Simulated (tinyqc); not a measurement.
UHF in the sto-3g basis, for H4, spin multiplicity 3, step by step. Computed by tinyqc, a small Python program that keeps every step (integrals from PySCF). Settings: charge = 0, multiplicity = 3, basis = sto-3g, energy threshold = 1e-10, iteration cap = 68, orthogonalisation = canonical, start = random, DIIS depth = 0, damping = 0.5, method = UHF. Command: `OMP_NUM_THREADS=1 python tinyqc.py 28452 28453 out.jsonl` (the two numbers bound the seeds that draw the settings). One thread of a shared host (Intel(R) Xeon(R) Processor @ 2.60GHz), about 0.1 s of CPU time with the checks.

Geometry (angstrom):
```
atom         x         y         z
H     0.000000  0.000000  0.000000
H     0.000000  0.000000  1.432000
H     0.000000  0.000000  2.597000
H     0.000000  0.000000  4.030000
```

Stop when the energy changes by less than 1e-10 hartree and every element of the error matrix X^T (F D S - S D F) X (for each spin) is below 3e-06.

Course of the cycle:
```
iteration  E (hartree)     change  largest element of the error matrix
1          -1.18844153          -                             2.77e-01
2          -1.40805110  -2.20e-01                             1.87e-01
3          -1.54993488  -1.42e-01                             1.43e-01
4          -1.65521443  -1.05e-01                             1.09e-01
5          -1.72781820  -7.26e-02                             8.53e-02
6          -1.77682475  -4.90e-02                             6.87e-02
7          -1.81201241  -3.52e-02                             5.69e-02
8          -1.83959409  -2.76e-02                             5.14e-02
9          -1.86233123  -2.27e-02                             5.00e-02
10         -1.88098968  -1.87e-02                             4.68e-02
11         -1.89570748  -1.47e-02                             4.16e-02
12         -1.90673789  -1.10e-02                             3.51e-02
13         -1.91460807  -7.87e-03                             2.86e-02
14         -1.91999470  -5.39e-03                             2.26e-02
...                ...        ...                                  ...
55         -1.93088715  -9.10e-06                             1.44e-03
56         -1.93089581  -8.67e-06                             1.40e-03
57         -1.93090408  -8.26e-06                             1.37e-03
58         -1.93091196  -7.88e-06                             1.34e-03
59         -1.93091948  -7.52e-06                             1.31e-03
60         -1.93092667  -7.19e-06                             1.28e-03
61         -1.93093354  -6.87e-06                             1.25e-03
62         -1.93094011  -6.57e-06                             1.23e-03
63         -1.93094640  -6.29e-06                             1.20e-03
64         -1.93095243  -6.03e-06                             1.17e-03
65         -1.93095821  -5.78e-06                             1.15e-03
66         -1.93096375  -5.54e-06                             1.13e-03
67         -1.93096907  -5.32e-06                             1.10e-03
68         -1.93097418  -5.11e-06                             1.08e-03
```

Can the last value be used, and what does the course show?

Not by the stop rule. Not converged within the cap of 68 iterations: the residual falls steadily but slowly, by a factor of about 0.98 a step. Reruns (cap 100 unless said): DIIS 8: converged in 21; level shift 0.5: not converged; atomic densities as start, DIIS 8: converged in 14; the original settings with a cap of 400: not converged. PySCF UHF in the same basis, after a stability check = -1.93115827 hartree.
